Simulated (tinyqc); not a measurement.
Estimate of lattice thermal conductivity from elastic moduli (Slack, Klemens and Cahill formulas): one step, computed by the program tinyqc.

An isotropic solid.

Question. Conductivity of the perfect crystal. Slack, an estimate for T near or above Theta_a: kappa = A M Theta_a^3 delta n^(1/3)/(gamma^2 T) in W/(m K), with M in u, delta = V^(1/3) in angstrom, Theta_a = Theta n^(-1/3) and A = 2.43e-6/(1 - 0.514/gamma + 0.228/gamma^2).

Inputs (values chosen for the exercise, for a model crystal): volume per atom V = 11.2 angstrom^3; mean atomic mass M = 75.9 u; atoms per primitive cell n = 4; temperature T = 300 K.

Grueneisen parameter: from thermal expansion.

Debye temperature Theta = 420.2595 K

Grueneisen parameter gamma = 2.104448

Give: acoustic Debye temperature Theta_a; A; kappa of the perfect crystal.

Answer.

acoustic Debye temperature Theta_a = 264.7 K

A = 3.010e-06

kappa of the perfect crystal = 11.33 W/(m K)
